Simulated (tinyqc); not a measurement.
# Inputs raised by 2 %, one at a time

Model: charge control and current of a heterostructure field-effect transistor. Computed by tinyqc, a small Python program. Command: `OMP_NUM_THREADS=1 python tinyqc.py 3029467 3029468 out.jsonl hemt sens`. One thread of a shared host (Intel(R) Xeon(R) Processor @ 2.30GHz), about 0.01 s of CPU time with the checks.

Two subbands in a triangular well; E_F is counted from the conduction band edge of the channel at the interface.

Inputs (values chosen for the exercise, modelled on AlGaN/GaN): channel mass m = 0.21 m_0; permittivity eps (barrier and channel) = 9.54; barrier thickness d = 10 nm; Schottky barrier phi_B = 1.3 eV; conduction band offset dE_c = 0.34 eV; polarisation charge sigma/e = 1.3e+13 1/cm^2; gate voltage V_G = 0 V; mobility mu = 2000 cm^2/(V s); saturation velocity v_s = 1.4 1e7 cm/s; gate length L = 66 nm; source resistance R_S = 0.21 ohm mm; temperature T = 77 K; mixing = 0.3; iteration cap = 200.

Charge source: polarisation. Velocity law: two-piece.

Constants: e = 1.602176634e-19 C; eps_0 = 8.8541878128e-12 F/m; k_B = 8.617333262e-05 eV/K; hbar = 1.054571817e-34 J s; m_0 = 9.1093837015e-31 kg; k_B = 1.380649e-23 J/K.

Method:
- Threshold V_T = phi_B - dE_c - sigma d/(eps eps_0) (in volts); C_b = eps eps_0/d.
- Charge control: n_s = C_b (V_G - V_T - E_F/e)/e. Well: mean field F = e n_s/(2 eps eps_0), E_i = (hbar^2/2m)^(1/3) [(3 pi e F/2)(i + 3/4)]^(2/3), i = 0, 1; n_s = D k_B T sum_i ln(1 + exp((E_F - E_i)/k_B T)), D = m/(pi hbar^2), which is solved in closed form for E_F.
- Iteration from n_s = C_b (V_G - V_T)/(2e): E_F from n_s, n_out from the charge control, n_new = n_s + mixing (n_out - n_s), kept above n_s/10; stop when |n_out/n_s - 1| < 1e-9.
- C_g = e dn_s/dV_G = 1/(1/C_b + 1/C_q), 1/C_q = d(E_F/e)/d(e n_s) by a central difference of +/- 0.1 % in n_s; added distance dd = eps eps_0/C_q.
- With V = e n_s/C_g and V_c = v_s L/mu: for v = mu F up to v_s, I/W = C_g v_s V_c (sqrt(1 + (V/V_c)^2) - 1) and V_Dsat = V + V_c - sqrt(V^2 + V_c^2); g_m = dI/dV; extrinsic g_m/(1 + g_m R_S); f_T = g_m/(2 pi C_g L).

Runs; columns: (1) input moved; (2) from; (3) to; (4) sheet density n_s (1/cm^2); (5) extrinsic g_m (mS/mm); (6) intrinsic f_T (GHz); (7) gate capacitance C_g (microfarad/cm^2):
```
(1)                                         (2)        (3)         (4)     (5)     (6)      (7)
base run                                      -          -  6.4722e+12  832.77  337.43  0.72128
channel mass m (m_0)                       0.21     0.2142  6.4848e+12  833.93  337.43  0.72250
permittivity eps (barrier and channel)     9.54     9.7308  6.3732e+12  844.95  337.42  0.73413
polarisation charge sigma/e (1/cm^2)    1.3e+13  1.326e+13  6.6943e+12  833.52  337.44  0.72205
mobility mu (cm^2/(V s))                   2000       2040  6.4722e+12  832.78  337.43  0.72128
saturation velocity v_s (1e7 cm/s)          1.4      1.428  6.4722e+12  846.45  344.17  0.72128
gate length L (nm)                           66      67.32  6.4722e+12  832.76  330.80  0.72128
source resistance R_S (ohm mm)             0.21     0.2142  6.4722e+12  829.87  337.43  0.72128
```

Exponents ln(y'/y) / ln(x'/x):
```
input                                   sheet density n_s  extrinsic g_m  intrinsic f_T  gate capacitance C_g
channel mass m                                      0.098          0.071          0.000                 0.085
permittivity eps (barrier and channel)             -0.778          0.733         -0.002                 0.892
polarisation charge sigma/e                         1.704          0.046          0.002                 0.054
mobility mu                                         0.000          0.001          0.001                 0.000
saturation velocity v_s                             0.000          0.823          0.999                 0.000
gate length L                                       0.000         -0.001         -1.001                 0.000
source resistance R_S                               0.000         -0.176          0.000                 0.000
```

Among the inputs moved here: sheet density n_s answers most in size to polarisation charge sigma/e (exponent +1.704), next to permittivity eps (barrier and channel) (-0.778); its exponent is below 0.0005 for mobility mu, saturation velocity v_s, gate length L, source resistance R_S. extrinsic g_m answers most in size to saturation velocity v_s (exponent +0.823), next to permittivity eps (barrier and channel) (+0.733). Intrinsic f_T answers most in size to gate length L (exponent -1.001), and about equally to saturation velocity v_s (+0.999); its exponent is below 0.0005 for channel mass m, source resistance R_S. Its exponent -1.001 in gate length L: velocity saturation. Gate capacitance C_g answers most in size to permittivity eps (barrier and channel) (exponent +0.892), next to channel mass m (+0.085); its exponent is below 0.0005 for mobility mu, saturation velocity v_s, gate length L, source resistance R_S.
